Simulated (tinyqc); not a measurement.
# Fully depleted semiconductor-on-insulator film with two gates, non-linear Poisson equation by Newton steps: what changes with what

One dimension across the film, front interface at x = 0, back interface at x = ts. psi is counted from the intrinsic level, n = ni exp(psi/Vt) (source grounded), holes neglected, acceptors ionised. Gates act through Cox = eps0 eox/tox and Cbox = 3.9 eps0/tb with potentials G1 = Vg - (phiM - chi - Vt ln(Nc/ni)) and G2 = Vb - (phiB - chi - Vt ln(Nc/ni)). Classical Boltzmann densities, no interface charge, no depletion in the back plane.

Inputs (values chosen for the exercise); band and dielectric values those of a made-up semiconductor: temperature T = 300 K; band gap Eg = 1.17 eV; relative permittivity eps_r = 9.74; conduction-band density of states at T Nc = 3.31e19 cm^-3; valence-band density of states at T Nv = 2.22e19 cm^-3; electron affinity chi = 4.96 eV; relative permittivity of the gate insulator (close to aluminium oxide) eox = 9.01; insulator thickness tox = 3.2 nm; film thickness ts = 18 nm; buried-oxide thickness (eps_r 3.9) tb = 150 nm; acceptor density of the film Na = 1.5e17 cm^-3; work function of the front gate phiM = 5.3 eV; work function of the back plane phiB = 6.01 eV; back-gate voltage Vb = 0 V.

Constants: q = 1.602176634e-19 C, kB = 1.380649e-23 J/K, Vt = kB T/q, eps0 = 8.8541878128e-14 F/cm where lengths are in cm. Results are converted to the units shown.

Each table varies one quantity; the others keep the values above.

## Charge against front-gate voltage

ni = sqrt(Nc Nv) exp(-Eg/(2 Vt)), Eg in volts. The Poisson equation eps0 eps_r d2psi/dx2 = q (n + Na), with -eps0 eps_r dpsi/dx = Cox (G1 - psi) at x = 0 and eps0 eps_r dpsi/dx = Cbox (G2 - psi) at x = ts, is solved on 300 equal intervals with half boxes at both ends; N_inv is the trapezoid sum of n. Swing = ln 10/(d ln N_inv/dVg); the last column is (dN_inv/dVb)/(dN_inv/dVg).

Results:
columns A: Vg (V); B: psi front (V); C: psi back (V); D: N_inv (cm^-2); E: centroid/ts; F: swing (mV/decade); G: q dN_inv/dVg over Cox; H: back/front leverage
```
A           B       C        D       E       F        G        H
-0.15  0.0785  0.0107   4.15e4   0.284    60.8  1.01e-7   0.0221
0.15    0.376   0.294   3.52e9   0.252    61.6  0.00845   0.0206
0.3     0.504   0.397  3.24e11   0.195     128    0.375   0.0163
0.45    0.568   0.416  1.66e12   0.117     346    0.707   0.0121
0.6     0.602   0.420  3.46e12  0.0816     621    0.825   0.0107
0.75    0.624   0.422  5.46e12  0.0628     919    0.879   0.0101
0.9     0.639   0.422  7.55e12  0.0513  1.23e3    0.909  0.00985
1.05    0.652   0.423  9.69e12  0.0436  1.55e3    0.927  0.00966
```

Estimate the missing row, Vg = 0 V.

Computed row:
columns A: Vg (V); B: psi front (V); C: psi back (V); D: N_inv (cm^-2); E: centroid/ts; F: swing (mV/decade); G: q dN_inv/dVg over Cox; H: back/front leverage
```
A      B      C       D      E     F        G       H
0  0.227  0.153  1.21e7  0.268  60.8  2.95e-5  0.0213
```

With this row back in the table: N_inv passes 1e11 cm^-2 at Vg = 0.248 V. The swing starts at 60.8 mV a decade, against (1 + k) Vt ln 10 = 60.1 for a front channel with k = Cs Cbox/(Cox (Cs + Cbox)) = 0.00881, Cs = eps0 eps_r/ts; above threshold this column is no longer a subthreshold swing. The centroid falls from 0.284 to 0.0436 of ts and the leverage of the back gate falls from 0.0221 to 0.00966. For Vg = 0.45, 0.6, 0.75, 0.9, 1.05 the density at an interface exceeds 0.3 Nc, where Boltzmann statistics fail. For Vg = 0.45, 0.6, 0.75, 0.9, 1.05 the classical centroid lies within 3 nm of an interface, where confinement, left out, would push it away.

## Threshold and coupling against the insulator thickness

VT is the Vg for N_inv = 1e11 cm^-2; -dVT/dVb from the linearised equation. Limits with Cs = eps0 eps_r/ts: front channel Cs Cbox/(Cox (Cs + Cbox)), back channel Cbox (Cox + Cs)/(Cox Cs). Swing at N_inv = 1e8 cm^-2.

The same in every row: centroid/ts at VT = 0.226.

Threshold and coupling against the insulator thickness:
```
tox (nm)  VT (V)  -dVT/dVb  front-channel limit  back-channel limit  swing (mV/decade)
1.6        0.232    0.0142              0.00441              0.0527               60.5
2.3        0.239    0.0162              0.00633              0.0547               60.7
3.2        0.248    0.0187              0.00881              0.0573               60.8
4.5        0.261    0.0223               0.0124              0.0610               61.0
6.4        0.280    0.0276               0.0176              0.0665               61.4
9.1        0.306    0.0351               0.0251              0.0743               61.8
13         0.344    0.0460               0.0358              0.0856               62.5
```

What does the table show?

As tox goes from 1.6 to 13, VT rises from 0.232 to 0.344 V, the centroid stays near 0.226 of ts and -dVT/dVb rises from 0.0142 to 0.0460. The coupling covers 20.3 % of the way from the front-channel to the back-channel limit in the first row and 20.5 % in the last.

Numbers from tinyqc (`OMP_NUM_THREADS=1 python tinyqc.py 2190042 2190043 out.jsonl`; about 0.3 s on one thread of a shared Intel Xeon 2.30GHz).
